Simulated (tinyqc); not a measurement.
Leakage currents through a thin dielectric. From Poole-Frenkel current density back to optical permittivity k_o. Computed by tinyqc, a small Python program. Command: `OMP_NUM_THREADS=1 python tinyqc.py 3012187 3012188 out.jsonl leak inv`. One thread of a shared host (Intel(R) Xeon(R) Processor @ 2.30GHz), about 0.01 s of CPU time with the checks.

Electrons leave an electrode with Fermi energy E_F above its band bottom; barriers are counted from the Fermi level, and both electrodes are alike.

Inputs (values chosen for the exercise, modelled on Al2O3):
```
quantity                           value  unit
barrier height phi_B                2.77    eV
tunnelling mass m                   0.31   m_0
static permittivity k               9.42     -
trap depth phi_t                     1.2    eV
Poole-Frenkel prefactor sigma_0  4.6e-06  S/cm
thickness t                           12    nm
voltage V                              6     V
temperature T                        473     K
```

Stack: single layer.

Constants: e = 1.602176634e-19 C; eps_0 = 8.8541878128e-12 F/m; k_B = 8.617333262e-05 eV/K; m_0 = 9.1093837015e-31 kg; k_B = 1.380649e-23 J/K; h = 6.62607015e-34 J s.

Method. Field F = V/t; equivalent oxide thickness 3.9 t/k. Schottky emission J = A T^2 exp(-(phi_B - sqrt(e^3 F/(4 pi k_o eps_0)))/k_B T), A = 4 pi e m k_B^2/h^3 with the tunnelling mass; Poole-Frenkel J = sigma_0 F exp(-(phi_t - sqrt(e^3 F/(pi k_o eps_0)))/k_B T); both use the field F of the dielectric.

Task: A run gave the result below. Find the optical permittivity k_o, known to lie between 2.3 and 3.4.

Poole-Frenkel current density = 0.283071 A/cm^2

Result:

Each step takes the trial c = (a f_b - b f_a)/(f_b - f_a), f being the result less the target and a, b, c the logarithms of the listed values; c replaces end b, the old b replaces a if the sign of f changed, and otherwise f_a is halved.

Scan of the range:
```
optical permittivity k_o  Poole-Frenkel current density (A/cm^2)
2.30                                                     3.15206
2.45                                                     1.34229
2.62                                                     0.55819
2.80                                                     0.24085
2.98                                                     0.11228
3.19                                                     0.05008
3.40                                                     0.02410
```

False position (Illinois rule, in the logarithm of the input) inside the bracket:
```
step    end a    end b    trial  Poole-Frenkel current density (A/cm^2)
1     2.62000  2.80000  2.77536                                0.268917
2     2.62000  2.77536  2.76048                                0.287623
3     2.77536  2.76048  2.76409                                0.282950
4     2.76048  2.76409  2.76400                                0.283070
5     2.76048  2.76400  2.76400                                0.283072
6     2.76400  2.76400  2.76400                                0.283071
```

Poole-Frenkel current density falls at every point of a 13-point scan of the range (every second point is shown), so one value fits; it is bracketed by 2.62 and 2.80. Answer: optical permittivity k_o = 2.764.
